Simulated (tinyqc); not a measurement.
Straight dislocations in isotropic elasticity: fields, energies, partials, Peierls stress and walls: one step, computed by the program tinyqc.

The line runs along z, the glide plane is y = 0, and beta is the angle between b and the line (0 screw, 90 degrees edge): b_e = b sin(beta) along +x with the extra half plane at y > 0, b_s = b cos(beta). Stress is positive in tension.

Question. Line energy and line tension. Energy factor K = G [cos^2(beta) + sin^2(beta)/(1 - nu)]. E = K b^2/(4 pi) ln(R/r0) with R = 1/(2 sqrt(rho)); tension T = E + d^2E/d(beta)^2 = G b^2 [1 + nu - 3 nu sin^2(beta)]/(4 pi (1 - nu)) ln(R/r0). The core energy is taken into r0.

Inputs (values chosen for the exercise, modelled on gold):

| quantity | value | unit |
|---|---|---|
| shear modulus G | 26 | GPa |
| Poisson ratio nu | 0.406 | - |
| Burgers vector b | 2.884 | angstrom |
| dislocation density rho | 5.2e+10 | 1/m^2 |
| core radius r0/b | 1.5 | - |

Character: screw.

Constants: 1 eV/angstrom^3 = 160.2176634 GPa.

Give: energy factor K; ln(R/r0); line energy E; line tension T; stored energy rho E.

Answer.

energy factor K = 26 GPa

ln(R/r0) = 8.5308

line energy E = 9.1629 eV/nm

line tension T = 21.689 eV/nm

stored energy rho E = 0.076339 kJ/m^3

T/E = 2.37: bowing turns parts of the line towards the costlier edge character, so it is stiff.
